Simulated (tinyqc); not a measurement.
Resistance of a source-drain extension with a graded tip: two steps of the calculation.

y runs along the channel, the gate covers y > 0. The doping is N0 for y < y0 and N0 10^(-(y - y0)/la) beyond, uniform over the depth xj. Sheet conductance s(y) = q mu(N) max(N - Nch, 0) xj + (for y > 0) ma Cox Vo, with mu(N) = u0 + (u1 - u0)/(1 + (N/Nr)^au) and Cox = eps0 eox/tox. Current is taken as one-dimensional; depletion of the tip, spreading and the contact are left out. The metallurgical junction lies at yj, where N = Nch.

Inputs (values chosen for the exercise); mobility law close to that of holes in silicon:

| symbol | value | unit | meaning |
|---|---|---|---|
| eox | 3.9 |  | relative permittivity of the gate insulator (close to silicon dioxide) |
| tox | 2.4 | nm | insulator thickness |
| N0 | 7.8e19 | cm^-3 | active doping of the extension far from the gate |
| la | 4.3 | nm/decade | lateral abruptness |
| y0 | 0.8 | nm | position under the gate where the fall begins (gate edge at 0) |
| xj | 26 | nm | depth of the extension |
| Nch | 1.7e18 | cm^-3 | channel doping |
| Vo | 0.42 | V | gate overdrive |
| ma | 72 | cm^2/(V s) | mobility of the gate-induced layer |
| u1 | 470.5 | cm^2/(V s) | mobility at low doping |
| u0 | 44.9 | cm^2/(V s) | mobility at high doping |
| Nr | 2.23e17 | cm^-3 | reference doping |
| au | 0.719 |  | exponent |
| Lg | 50 | nm | gate length |

Constants: q = 1.602176634e-19 C, eps0 = 8.8541878128e-14 F/cm where lengths are in cm. Results are converted to the units shown.

Question 1. Sheet resistances and junction position. yj = y0 + la log10(N0/Nch); sheet resistance of the full extension 1/[q mu(N0)(N0 - Nch) xj] and of the gate-induced layer 1/(ma Cox Vo); metallurgical length Lg - 2 yj; ye is where the doped and the gate-induced conductances are equal.

Give: yj; sheet resistance of the extension; sheet resistance of the induced layer; metallurgical length; ye; N at ye.

Answer 1.

yj = 7.945 nm
sheet resistance of the extension = 615.5 ohm/square
sheet resistance of the induced layer = 2.298e4 ohm/square
metallurgical length = 34.11 nm
ye = 7.090 nm
N at ye = 2.687e18 cm^-3

The gate takes over 0.855 nm before the junction, where N is still 1.58 times the channel doping.

Question 2. Resistance of the overlapped part. Midpoint rule on 11 equal steps from 0 to yj: R_ov = sum h/s(y), per width.

Wanted: y; N; doped conductance; sheet resistance; R_ov.

Answer 2.

```
point  y (nm)  N (cm^-3)  doped conductance (uS)  sheet resistance (ohm/square)
0      0.3611   7.800e19                    1625                          599.4
1       1.083   6.702e19                    1410                          688.0
2       1.806   4.552e19                   985.6                          971.7
3       2.528   3.092e19                   691.7                           1360
4       3.250   2.100e19                   486.6                           1887
5       3.973   1.427e19                   341.7                           2596
6       4.695   9.690e18                   237.7                           3557
7       5.417   6.582e18                   161.1                           4887
8       6.139   4.471e18                   102.8                           6834
9       6.862   3.037e18                   56.44                        1.000e4
10      7.584   2.063e18                   17.59                        1.637e4
```

R_ov = 35.93 ohm um

tinyqc, about 0.05 s, one thread, Intel Xeon 2.30GHz (shared host): `OMP_NUM_THREADS=1 python tinyqc.py 2282136 2282137 out.jsonl`
